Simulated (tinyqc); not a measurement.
Worked calculation: CCSD on RHF in the sto-3g basis, for H6, spin multiplicity 1. One step of it, computed by the program tinyqc.

Task: CCSD: starting amplitudes. t_ij^ab = <ij||ab> / (e_i + e_j - e_a - e_b), whose energy is MP2.

orbital energies (hartree): MO1 -0.659427, MO2 -0.585656, MO3 -0.495108, MO4 0.465763, MO5 0.718275, MO6 1.027116

Two-electron integrals over orbitals (pq|rs), unique and non-zero (hartree):
```
p,q,r,s,(pq|rs)
1,1,1,1,0.403516
2,1,1,1,-0.000208
2,1,2,1,0.130897
2,2,1,1,0.318772
2,2,2,1,0.000303
2,2,2,2,0.395148
3,1,1,1,0.081501
3,1,2,1,0.000195
3,1,2,2,-0.069584
3,1,3,1,0.142753
3,2,1,1,0.000258
3,2,2,1,-0.133914
3,2,2,2,-0.000379
3,2,3,1,-0.000106
3,2,3,2,0.148876
3,3,1,1,0.389470
3,3,2,1,-0.000128
3,3,2,2,0.337416
3,3,3,1,0.053914
3,3,3,2,0.000178
3,3,3,3,0.390988
4,1,1,1,-0.000107
4,1,2,1,0.027821
4,1,2,2,0.000032
4,1,3,1,-0.000013
4,1,3,2,-0.000275
4,1,3,3,-0.000007
4,1,4,1,0.077948
4,2,1,1,0.043046
4,2,2,1,0.000016
4,2,2,2,-0.006805
4,2,3,1,0.041527
4,2,3,2,0.000028
4,2,3,3,0.016205
4,2,4,1,-0.000022
4,2,4,2,0.061494
4,3,1,1,-0.000036
4,3,2,1,0.049007
4,3,2,2,0.000098
4,3,3,1,0.000121
4,3,3,2,-0.047706
4,3,3,3,-0.000022
4,3,4,1,0.016547
4,3,4,2,0.000046
4,3,4,3,0.065984
4,4,1,1,0.383213
4,4,2,1,-0.000072
4,4,2,2,0.334206
4,4,3,1,0.047818
4,4,3,2,0.000108
4,4,3,3,0.376583
4,4,4,1,-0.000027
4,4,4,2,0.022659
4,4,4,3,-2.81e-06
4,4,4,4,0.389014
5,1,1,1,0.008676
5,1,2,1,-0.000023
5,1,2,2,0.020792
5,1,3,1,-0.016661
5,1,3,2,-2.36e-06
5,1,3,3,-0.005693
5,1,4,1,-0.000089
5,1,4,2,0.041539
5,1,4,3,0.000020
5,1,4,4,0.002280
5,1,5,1,0.045613
5,2,1,1,0.000009
5,2,2,1,0.013111
5,2,2,2,0.000043
5,2,3,1,0.000005
5,2,3,2,0.005667
5,2,3,3,0.000022
5,2,4,1,0.054198
5,2,4,2,0.000137
5,2,4,3,-0.038800
5,2,4,4,0.000020
5,2,5,1,0.000055
5,2,5,2,0.088284
5,3,1,1,-0.052727
5,3,2,1,-0.000021
5,3,2,2,-0.000227
5,3,3,1,-0.045918
5,3,3,2,-0.000015
5,3,3,3,-0.030300
5,3,4,1,0.000039
5,3,4,2,-0.059361
5,3,4,3,-0.000068
5,3,4,4,-0.025697
5,3,5,1,-0.037987
5,3,5,2,-0.000099
5,3,5,3,0.063170
5,4,1,1,-0.000267
5,4,2,1,0.132276
5,4,2,2,0.000364
5,4,3,1,0.000097
5,4,3,2,-0.142345
5,4,3,3,-0.000180
5,4,4,1,0.007177
5,4,4,2,-0.000026
5,4,4,3,0.049049
5,4,4,4,-0.000123
5,4,5,1,1.22e-06
5,4,5,2,-0.004306
5,4,5,3,0.000017
5,4,5,4,0.152335
5,5,1,1,0.329615
5,5,2,1,0.000198
5,5,2,2,0.395531
5,5,3,1,-0.060055
5,5,3,2,-0.000258
5,5,3,3,0.345354
5,5,4,1,0.000020
5,5,4,2,-0.002868
5,5,4,3,0.000065
5,5,4,4,0.353766
5,5,5,1,0.021594
5,5,5,2,0.000041
5,5,5,3,-0.001816
5,5,5,4,0.000268
5,5,5,5,0.418101
6,1,1,1,0.000008
6,1,2,1,-0.002437
6,1,2,2,-0.000034
6,1,3,1,0.000046
6,1,3,2,-0.008199
6,1,3,3,-3.07e-06
6,1,4,1,-0.027909
6,1,4,2,-0.000050
6,1,4,3,-0.053906
6,1,4,4,5.58e-07
6,1,5,1,-0.000054
6,1,5,2,0.031861
6,1,5,3,0.000064
6,1,5,4,0.005538
6,1,5,5,-0.000039
6,1,6,1,0.065139
6,2,1,1,0.016407
6,2,2,1,-0.000011
6,2,2,2,0.027444
6,2,3,1,-0.013980
6,2,3,2,-0.000006
6,2,3,3,0.006155
6,2,4,1,-0.000061
6,2,4,2,0.039402
6,2,4,3,0.000010
6,2,4,4,0.004202
6,2,5,1,0.042758
6,2,5,2,0.000089
6,2,5,3,-0.041124
6,2,5,4,4.91e-06
6,2,5,5,0.026480
6,2,6,1,-0.000043
6,2,6,2,0.044622
6,3,1,1,0.000119
6,3,2,1,-0.033198
6,3,2,2,-0.000034
6,3,3,1,-3.47e-06
6,3,3,2,0.009150
6,3,3,3,0.000030
6,3,4,1,-0.076361
6,3,4,2,0.000017
6,3,4,3,-0.019396
6,3,4,4,0.000022
6,3,5,1,0.000086
6,3,5,2,-0.054441
6,3,5,3,-0.000040
6,3,5,4,-0.008392
6,3,5,5,-0.000019
6,3,6,1,0.028526
6,3,6,2,0.000066
6,3,6,3,0.081805
6,4,1,1,-0.082405
6,4,2,1,-0.000137
6,4,2,2,0.061908
6,4,3,1,-0.135895
6,4,3,2,0.000047
6,4,3,3,-0.054418
6,4,4,1,0.000019
6,4,4,2,-0.043366
6,4,4,3,-0.000103
6,4,4,4,-0.052924
6,4,5,1,0.013538
6,4,5,2,-0.000007
6,4,5,3,0.046291
6,4,5,4,-0.000045
6,4,5,5,0.063619
6,4,6,1,-0.000040
6,4,6,2,0.012716
6,4,6,3,-0.000007
6,4,6,4,0.145286
6,5,1,1,-0.000205
6,5,2,1,0.132535
6,5,2,2,0.000311
6,5,3,1,0.000201
6,5,3,2,-0.136324
6,5,3,3,-0.000124
6,5,4,1,0.029631
6,5,4,2,0.000018
6,5,4,3,0.051755
6,5,4,4,-0.000069
6,5,5,1,-0.000025
6,5,5,2,0.013982
6,5,5,3,-0.000025
6,5,5,4,0.142344
6,5,5,5,0.000219
6,5,6,1,-0.003984
6,5,6,2,-0.000012
6,5,6,3,-0.037019
6,5,6,4,-0.000156
6,5,6,5,0.146995
6,6,1,1,0.428417
6,6,2,1,-0.000168
6,6,2,2,0.336962
6,6,3,1,0.088734
6,6,3,2,0.000224
6,6,3,3,0.414717
6,6,4,1,-0.000106
6,6,4,2,0.048694
6,6,4,3,-0.000018
6,6,4,4,0.418500
6,6,5,1,0.010616
6,6,5,2,0.000018
6,6,5,3,-0.059626
6,6,5,4,-0.000243
6,6,5,5,0.358783
6,6,6,1,0.000008
6,6,6,2,0.019093
6,6,6,3,0.000122
6,6,6,4,-0.096296
6,6,6,5,-0.000178
6,6,6,6,0.478945
```

Give: Starting amplitudes; correlation energy.

Result:

Starting amplitudes (spin orbitals 1a, 1b, ...; amplitudes related by a flip of all spins are not repeated; the 24 largest):
```
from,to,t
1a 1b,4a 4b,-0.0346
3a 3b,4a 4b,-0.0343
2a 2b,5a 5b,-0.0339
2a 2b,4a 4b,-0.0292
1a 3b,4a 6b,0.0288
3a 3b,6a 6b,-0.0269
2a 3b,4a 5b,0.0262
3a 3b,5a 5b,-0.0260
1a 2b,4a 5b,-0.0223
1a 3b,4b 6a,-0.0204
1a 1b,6a 6b,-0.0193
2a 3b,5a 6b,0.0193
2a 3b,4b 5a,-0.0171
1a 2b,4b 5a,0.0171
1a 1b,5a 5b,-0.0166
2a 2b,4a 6b,-0.0148
1a 3b,5a 5b,0.0147
2a 3b,5b 6a,-0.0146
1a 2b,5a 6b,-0.0143
2a 2b,6a 6b,-0.0138
1a 2b,5b 6a,0.0107
1a 1b,4a 6b,0.0099
2a 3a,4a 5a,0.0091
1a 3b,6a 6b,-0.0089
```

correlation energy = -0.041299 hartree
